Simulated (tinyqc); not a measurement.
Punch-through p+-n junction, ionisation integral and breakdown: two steps of the calculation.

A p+ layer at x < 0 and an n drift layer from x = 0 to L on an n+ substrate. Depletion approximation, built-in voltage neglected. Local ionisation coefficients alpha_n = an exp(-(bn/E)^mx), alpha_p = ap exp(-(bp/E)^mx). Electrons move towards +x, holes towards x = 0.

Inputs (values chosen for the exercise); material values close to those of indium phosphide: relative permittivity eps_r = 12.6; prefactor of the electron ionisation coefficient an = 1.12e7 1/cm; field constant for electrons bn = 2.97e6 V/cm; prefactor of the hole ionisation coefficient ap = 4.69e6 1/cm; field constant for holes bp = 2.44e6 V/cm; exponent mx = 1; donor density of the drift layer N = 1e16 cm^-3; thickness of the drift layer L = 2.2 um; reverse voltage V = 52.5 V; share of the depleted width that the grid covers fr = 1.

Constants: q = 1.602176634e-19 C, eps0 = 8.8541878128e-14 F/cm where lengths are in cm. Results are converted to the units shown.

Question 1. Field and ionisation coefficients on a grid. W = sqrt(2 eps0 eps_r V/(q N)), peak field E0 = q N W/(eps0 eps_r), falling linearly to 0 at W; if W > L the layer is punched through: W = L, E0 = V/L + q N L/(2 eps0 eps_r), falling linearly to E1 = V/L - q N L/(2 eps0 eps_r). Grid: 11 equal steps from 0 to fr W.

Find: W; x; E; alpha_n; alpha_p.

Answer 1.

W = 2.200 um

```
point  x (um)  E (kV/cm)  alpha_n (1/cm)  alpha_p (1/cm)
0       0.000      396.6            6266            9985
1       0.200      367.9            3492            6176
2       0.400      339.2            1763            3522
3       0.600      310.4           784.0            1810
4       0.800      281.7           295.6           812.3
5       1.000      253.0           89.32           303.9
6       1.200      224.3           19.86           88.36
7       1.400      195.6           2.840           17.88
8       1.600      166.8          0.2078           2.086
9       1.800      138.1        0.005126         0.09962
10      2.000      109.4        1.809e-5        9.630e-4
11      2.200      80.66        1.144e-9        3.420e-7
```

Question 2. Ionisation integrals by the trapezoid rule. G(x) = integral from 0 to x of (alpha_n - alpha_p); I_n = integral of alpha_n exp(-G) (electrons injected at x = 0), I_p = integral of alpha_p exp(G(end) - G) (holes injected at the far edge); M = 1/(1 - I). All integrals by the trapezoid rule on the grid.

```
point     x (um)  alpha_n (1/cm)  alpha_p (1/cm)
0      0.0000000       6266.3794       9984.6000
1      0.2000000       3492.2423       6176.3131
2      0.4000000       1762.7331       3522.0606
3      0.6000000       784.01884       1810.2002
4      0.8000000       295.61026       812.29314
5      1.0000000       89.316072       303.86453
6      1.2000000       19.861087       88.362692
7      1.4000000       2.8397173       17.876550
8      1.6000000      0.20781704       2.0861130
9      1.8000000    0.0051256162     0.099618656
10     2.0000000    1.8087894e-5    9.6296118e-4
11     2.2000000    1.1443593e-9    3.4203344e-7
```

Give: G; alpha_n exp(-G); I_n; I_p; M_n; M_p.

Answer 2.

```
point        G  alpha_n exp(-G) (1e3 1/cm)
0       0.0000                       6.266
1      -0.0640                       3.723
2      -0.1085                       1.965
3      -0.1363                       0.899
4      -0.1517                       0.344
5      -0.1591                       0.105
6      -0.1619                       0.023
7      -0.1627                       0.003
8      -0.1629                       0.000
9      -0.1629                       0.000
10     -0.1629                       0.000
11     -0.1629                       0.000
```

I_n = 0.2039
I_p = 0.3230
M_n = 1.256
M_p = 1.477

Numbers from tinyqc (`OMP_NUM_THREADS=1 python tinyqc.py 2120146 2120147 out.jsonl`; about 0.08 s on one thread of a shared Intel Xeon 2.30GHz).
